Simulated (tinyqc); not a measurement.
Adding atomic layers: valley splitting of a silicon quantum well in envelope theory.

The well lies at 0 < z < L; U(z) = V0 [1/(1 + exp(z/w)) + 1/(1 + exp((L - z)/w))] - e F z, 1 mV/nm = 1e-4 eV/angstrom. The envelope psi solves -(c/ml) psi'' + U psi = E psi, c = hbar^2/2m0, by three-point differences on a grid of 0.1 angstrom from -40 to L + 40 angstrom. The two valleys at +/- k0 couple through D = C0 times the integral of exp(-i q z) U(z) psi^2, q = 2 k0 (2 pi/a), and split by Ev = 2|D|.

Constants: hbar^2/2m0 = 3.80998211 eV angstrom^2.

Parameters, chosen for this exercise (near those of a strained Si well in SiGe; the results hold for these values, not for the real material):
- V0 = 0.19 eV (conduction offset)
- ml = 0.922 m0 (mass along z)
- F = 7.7 mV/nm (field pressing towards the upper interface)
- k0 = 0.844 2 pi/a (valley position)
- a = 5.431 angstrom (lattice constant)
- C0 = 0.272 (Bloch overlap factor)
- Ls = (106, 107.4, 108.7, 110.1, 111.4, 112.8, 114.1, 115.5) angstrom (widths in steps of one atomic layer, a/4, rounded to the grid)
- F2 = 1 mV/nm (second field, zero or weak)
- w1 = 0.8 angstrom (interface width for this table)

The smooth splitting Ev = 2|D| with w = w1, at the field F2 and at F.

Results:
```
L (angstrom)  q L mod 2 pi  Ev at F2 (micro-eV)  Ev at F (micro-eV)
106.0                 5.94                 2.71                16.0
107.4                 2.39                 2.05                16.0
108.7                 4.93                 2.67                16.0
110.1                 1.38                 2.10                16.0
111.4                 3.92                 2.40                16.0
112.8                 0.37                 2.33                16.0
114.1                 2.91                 2.11                16.0
115.5                 5.64                 2.45                16.0
```

What does the comparison show, and why?

At F2 the splitting swings between 2.05 and 2.71 micro-eV, a ratio of 1.32, as the two interfaces add with the phase q L, which advances on average by 2.65 rad a layer. At F the ratio is 1.00, where in the first row psi^2 at the upper interface is 8.08e+04 times that at the lower one: one interface dominates and the interference fades.

Program tinyqc; command `OMP_NUM_THREADS=1 python tinyqc.py 1280420 1280421 out.jsonl`; about 0.2 s on one thread of a shared Intel(R) Xeon(R) Processor @ 2.30GHz.
